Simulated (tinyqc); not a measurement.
# Doping and voltage from widths and field

Inverse problem. In the depletion approximation an abrupt p-n junction has a triangular field: peak E = q Nd xn/(eps0 eps_r) = q Na xp/(eps0 eps_r), W = xn + xp, and Vbi - V = E W/2. Find Nd, Na and Vbi - V.

Values chosen for this exercise:
- eps_r = 11.8 (relative permittivity)

Constants: q = 1.602176634e-19 C, eps0 = 8.8541878128e-14 F/cm where lengths are in cm. Results are converted to the units shown.

W = 450.35513 nm
peak field = 30.204917 kV/cm
xn = 447.65693 nm

Solution. Gauss's law on each side gives its doping from the peak field and its width; the voltage is the area of the triangle.

Nd = 4.40e15 cm^-3
Na = 7.30e17 cm^-3
Vbi - V = 0.680 V

Numbers from tinyqc (`OMP_NUM_THREADS=1 python tinyqc.py 2000141 2000142 out.jsonl`; about 0.02 s on one thread of a shared Intel Xeon 2.30GHz).
